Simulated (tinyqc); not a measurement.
Channel length: inversion-layer mobility, back-scattering and ballistic limit of a field-effect transistor. Computed by tinyqc, a small Python program. Command: `OMP_NUM_THREADS=1 python tinyqc.py 3025294 3025295 out.jsonl mos walk`. One thread of a shared host (Intel(R) Xeon(R) Processor @ 2.30GHz), about 0.01 s of CPU time with the checks.

The charge at the top of the source barrier is fixed by the gate; series resistance and short-channel effects are left out. F_j are Fermi integrals normalised to exp(eta) in the classical limit.

Inputs (values chosen for the exercise, modelled on an InGaAs n-channel):

| quantity | value | unit |
|---|---|---|
| transport mass m | 0.046 | m_0 |
| valley degeneracy g_v | 1 | - |
| weight w of the inversion charge | 0.5 | - |
| permittivity eps | 13.9 | - |
| phonon mobility at 1 MV/cm and 300 K, mu_ph | 3100 | cm^2/(V s) |
| roughness mobility at 1 MV/cm, mu_sr | 2400 | cm^2/(V s) |
| Coulomb mobility at N_inv = 1e12/cm^2, mu_C | 1800 | cm^2/(V s) |
| electrical oxide thickness t_inv | 3.3 | nm |
| depletion charge N_dep | 1.3e+12 | 1/cm^2 |
| gate overdrive V_G - V_T | 0.29 | V |
| drain voltage V_D | 0.32 | V |
| exponent a of the critical length | 0.8 | - |
| temperature T | 300 | K |

Statistics at the top of the barrier: Fermi-Dirac.

Constants: eps_0 = 8.8541878128e-12 F/m; e = 1.602176634e-19 C; m_0 = 9.1093837015e-31 kg; k_B = 1.380649e-23 J/K; hbar = 1.054571817e-34 J s; k_B = 8.617333262e-05 eV/K.

Method:
- N_inv = 3.9 eps_0 (V_G - V_T)/(e t_inv); effective field E_eff = e (N_dep + w N_inv)/(eps eps_0).
- mu_phonon = mu_ph (E_eff/1 MV/cm)^(-0.3) (T/300 K)^(-1.75); mu_rough = mu_sr (E_eff/1 MV/cm)^(-2); mu_Coulomb = mu_C (N_inv/1e12 cm^-2) (T/300 K); Matthiessen's rule adds 1/mu.
- F_j(eta) = (1/Gamma(j + 1)) int_0^infinity x^j/(1 + exp(x - eta)) dx, F_0 = ln(1 + exp(eta)). Integrals over x = E/(k_B T) use 160 Gauss-Legendre points in u = sqrt(x) from 0 to sqrt(max(eta, 0) + 32).
- Ballistic channel: N_2D = g_v m k_B T/(pi hbar^2), U = e V_D/(k_B T); eta_F solves N_inv = (N_2D/2)[F_0(eta_F) + F_0(eta_F - U)]; v_T = sqrt(2 k_B T/(pi m)); I/W = e (N_2D/2) v_T [F_1/2(eta_F) - F_1/2(eta_F - U)]; injection velocity v_T F_1/2(eta_F)/F_0(eta_F).
- Mean free path lambda = (2 k_B T/e)(mu/v_T) F_0(eta_0)/F_-1/2(eta_0), with eta_0 from N_inv = N_2D F_0(eta_0); critical length l = L (1 + U)^(-a), an empirical rule; back-scattering r = l/(l + lambda). Then eta solves N_inv = (N_2D/2)[(1 + r) F_0(eta) + (1 - r) F_0(eta - U)] and I/W = e (N_2D/2) v_T (1 - r)[F_1/2(eta) - F_1/2(eta - U)].
- The last column is the long-channel law e N_inv mu V/L with V = V_D - V_D^2/(2 V_ov) below pinch-off and V_ov/2 above, V_ov = V_G - V_T.

inversion density N_inv = 1.89403e+12 1/cm^2

effective mobility mu = 1811.38 cm^2/(V s)

ballistic current I/W = 1611.83 microampere/micrometre

Currents (microampere/micrometre):

| L (nm) | r | I/W | ballistic ratio | long-channel law |
|---|---|---|---|---|
| 5 | 0.00927 | 1575.8 | 0.97766 | 15941 |
| 10 | 0.01836 | 1541.3 | 0.95624 | 7970 |
| 20 | 0.03606 | 1476.4 | 0.91596 | 3985 |
| 40 | 0.06961 | 1361.0 | 0.84436 | 1993 |
| 80 | 0.13016 | 1175.3 | 0.72918 | 996 |
| 160 | 0.23034 | 920.4 | 0.57105 | 498 |
| 400 | 0.42798 | 553.1 | 0.34317 | 199 |
| 1000 | 0.65162 | 274.5 | 0.17030 | 80 |

The current scales as L^-0.76 at the long end and as L^-0.03 at the short end, where it reaches 98 % of the ballistic 1610. The long-channel law passes the ballistic limit between 40.0 and 80.0 nm and has no meaning below. At 1000 nm the model gives 3.44 times the long-channel law; the rule for l is a fit for short devices and fails wherever the model exceeds that law. Raising mu by 10 % at 20 nm raises I by 0.8 %. Caution: the Fermi level lies so high that further subbands and non-parabolicity matter.

Extremes, crossings and ranges named in words are read from the listed rows.
